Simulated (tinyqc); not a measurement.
## Gate work function from the charge

Problem. For an undoped double gate, Q = 8 eps0 eps_r Vt beta tan(beta)/ts with 0 < beta < pi/2, and at the source (Vg - dphi)/(2 Vt) - ln[(2/ts) sqrt(2 eps0 eps_r Vt/(q ni))] = ln(beta) - ln(cos beta) + 2 r beta tan(beta), r = eps_r tox/(eox ts). Find beta and dphi.

Values chosen for this exercise; material values close to those of In0.53Ga0.47As: temperature T = 250 K; relative permittivity of the semiconductor eps_r = 13.9; relative permittivity of the gate insulator eox = 24.8; insulator thickness tox = 10 nm; body thickness ts = 15 nm; gate voltage Vg = 0.1 V.

Constants: q = 1.602176634e-19 C, kB = 1.380649e-23 J/K, Vt = kB T/q, eps0 = 8.8541878128e-14 F/cm where lengths are in cm. Results are converted to the units shown.

Qs = 7.9983967 nC/cm^2
ni = 3.3680265e10 cm^-3

Answer. beta tan(beta) rises from 0 without bound on the interval, so the charge fixes beta; the second relation is then explicit in dphi.

beta = 0.2356
dphi = -0.2000 V

tinyqc, about 0.01 s, one thread, Intel Xeon 2.30GHz (shared host): `OMP_NUM_THREADS=1 python tinyqc.py 2440041 2440042 out.jsonl`
